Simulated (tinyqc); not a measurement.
From a target to a composition: alloy A(1-x)B(x) by interpolation with bowing. Three cases, with inputs chosen for the exercise.

Problem. An alloy A(1-x)B(x) has the gap E(x) = (1 - x) E_A + x E_B - C1 x (1 - x) at Gamma, C1 the first entry of C. Which x puts hc/E at the given wavelength, and what is the mismatch (a_sub - a(x))/a(x) to a substrate of A, with Vegard for a(x)?

Constants: hc = 1239.841984 eV nm.

Find: target gap; x; mismatch.

Method. Solve C1 x^2 + (E_B - E_A - C1) x + E_A - hc/wavelength = 0; the gap is monotonic in x because |E_B - E_A| > C1, so one root lies between 0 and 1. Whether Gamma is the lowest valley there, and whether such a mismatch can be grown coherently, are separate questions.

Case 1.

Values chosen (out of a larger set: A near Ge, B near Si; not measured data): a = (5.658, 5.425) angstrom (lattice constant of A, B); Eg = (0.891, 4.126) eV (gap at Gamma to the s-like level of A, B); C = (0.175, 0.177, 0) eV (bowing of the Gamma, X and L gaps).

wavelength = 838.458 nm

Solution.

target gap = 1.4787 eV
x = 0.190
mismatch = 0.789 %

Case 2.

Values chosen (out of a larger set: A near AlAs, B near InAs; not measured data): a = (5.669, 6.06) angstrom (lattice constant of A, B); Eg = (3.086, 0.418) eV (gap at Gamma to the s-like level of A, B); C = (0.768, 0.08, 0.09) eV (bowing of the Gamma, X and L gaps).

wavelength = 430.112 nm

Solution.

target gap = 2.8826 eV
x = 0.060
mismatch = -0.412 %

Case 3.

Values chosen (out of a larger set: A near InAs, B near AlAs; not measured data): a = (6.062, 5.655) angstrom (lattice constant of A, B); Eg = (0.421, 3.079) eV (gap at Gamma to the s-like level of A, B); C = (0.692, 0, 0) eV (bowing of the Gamma, X and L gaps).

wavelength = 613.785 nm

Solution.

target gap = 2.0200 eV
x = 0.660
mismatch = 4.637 %

Computed by tinyqc, one run a case: `OMP_NUM_THREADS=1 python tinyqc.py N N+1 out.jsonl` with N = 1051280, 1051294, 1051360; one thread of a shared Intel(R) Xeon(R) Processor @ 2.30GHz, about 0.01 s a run at most.
